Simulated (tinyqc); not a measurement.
From results back to parameters: finite square well with mass mismatch (envelope functions). Three cases, with inputs chosen for the exercise.

Problem. The lowest level of this well was computed from a hidden depth V0.

A square well of width L and depth V0, mass mw inside and mb outside, energies from the bottom of the well, c = hbar^2/2m0. k = sqrt(mw E/c), kappa = sqrt(mb (V0 - E)/c). psi and psi'/m are continuous at the walls (BenDaniel-Duke), so level n solves k L + 2 atan[(k/mw)/(kappa/mb)] = n pi.

Constants: hbar^2/2m0 = 3.80998211 eV angstrom^2.

Find: k; kappa; V0.

Method. For n = 1 the condition reads kappa = (mb/mw) k tan(kL/2); then V0 = E1 + c kappa^2/mb.

Case 1.

Values chosen (out of a larger set: near those of a non-polar GaN well in AlGaN; not measured data): L = 45 angstrom (well width); mw = 0.203 m0 (mass in the well); mb = 0.255 m0 (mass in the barrier).

E1 = 0.057466 eV

Solution.

k = 0.05533 1/angstrom
kappa = 0.2058 1/angstrom
V0 = 0.690 eV

Case 2.

Values chosen (out of a larger set: near those of a GaAs well in AlGaAs; not measured data): L = 231 angstrom (well width); mw = 0.0653 m0 (mass in the well); mb = 0.0853 m0 (mass in the barrier).

E1 = 0.007755 eV

Solution.

k = 0.01153 1/angstrom
kappa = 0.0617 1/angstrom
V0 = 0.178 eV

Case 3.

Values chosen (out of a larger set: near those of the light valleys of a Si film in SiO2; not measured data): L = 19 angstrom (well width); mw = 0.192 m0 (mass in the well); mb = 0.49 m0 (mass in the barrier).

E1 = 0.272768 eV

Solution.

k = 0.11724 1/angstrom
kappa = 0.6085 1/angstrom
V0 = 3.152 eV

Computed by tinyqc, one run a case: `OMP_NUM_THREADS=1 python tinyqc.py N N+1 out.jsonl` with N = 1251675, 1251712, 1251731; one thread of a shared Intel(R) Xeon(R) Processor @ 2.30GHz, about 0.01 s a run at most.
